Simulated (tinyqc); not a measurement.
Bound state in one dimension: Numerov shooting, finite differences, DVR, step by step. Computed by tinyqc, a small Python program that keeps every step. Settings: points = 96. Command: `OMP_NUM_THREADS=1 python tinyqc.py 27586 27587 out.jsonl` (the two numbers bound the seeds that draw the settings). One thread of a shared host (Intel(R) Xeon(R) Processor @ 2.60GHz), about 0.01 s of CPU time with the checks.

## Numerov steps at E = 0.1

One particle of mass 1 in V = 2.55 (x^2 - 1.97^2)^2 / 1.97^4 (atomic units), psi = 0 at both ends:
```
parameter                 value
left end              -3.400000
right end              3.400000
intervals                    96
h                      0.070833
state sought (nodes)          0
```

k_i = 2 m (E - V_i); (1 + h^2 k_(i+1)/12) y_(i+1) = 2 (1 - 5 h^2 k_i/12) y_i - (1 + h^2 k_(i-1)/12) y_(i-1), from y_0 = 0, y_1 = 0.001.

Points along the way:
```
i           x         V           k         y
0   -3.400000  9.983801  -19.767602  0.000000
1   -3.329167  8.782858  -17.365716  0.001000
2   -3.258333  7.681717  -15.163434  0.002086
3   -3.187500  6.675621  -13.151243  0.003329
4   -3.116667  5.759917  -11.319834  0.004792
5   -3.045833  4.930052   -9.660103  0.006526
32  -1.133333  1.141398   -2.082796  0.142236
33  -1.062500  1.282242   -2.364485  0.153065
34  -0.991667  1.421416   -2.642833  0.165714
35  -0.920833  1.557437   -2.914873  0.180566
36  -0.850000  1.688922   -3.177844  0.198064
37  -0.779167  1.814594   -3.429187  0.218728
```

## Bisection on the node count

With more sign changes than the state has nodes (the last point included) the energy is too high, else too low; the bracket starts as 0.1 to 12.

Trials:
```
trial           E  sign changes  y at the right end   next
1      6.05000000             6            1.28e-02  lower
2      3.07500000             3           -1.37e-02  lower
3      1.58750000             2            9.99e-01  lower
4      0.84375000             0            2.15e+00  raise
5      1.21562500             2            2.61e-01  lower
6      1.02968750             0            4.16e-02  raise
7      1.12265625             2            3.57e-02  lower
8      1.07617188             1           -5.70e-03  lower
9      1.05292969             0            4.46e-03  raise
10     1.06455078             1           -3.67e-03  lower
11     1.05874023             1           -4.07e-04  lower
12     1.05583496             0            1.82e-03  raise
13     1.05728760             0            6.56e-04  raise
14     1.05801392             0            1.12e-04  raise
...           ...           ...                 ...    ...
29     1.05816732             1           -1.27e-08  lower
30     1.05816731             1           -4.69e-09  lower
31     1.05816731             1           -6.74e-10  lower
```

eigenvalue = 1.05816731 hartree

## The same grid by other methods

Three-point finite differences and the sine-DVR kinetic matrix of Colbert and Miller on the same points.

Lowest levels (hartree):
```
state  finite differences       DVR
0                1.057555  1.058168
1                1.090975  1.091612
2                2.596768  2.598099
```
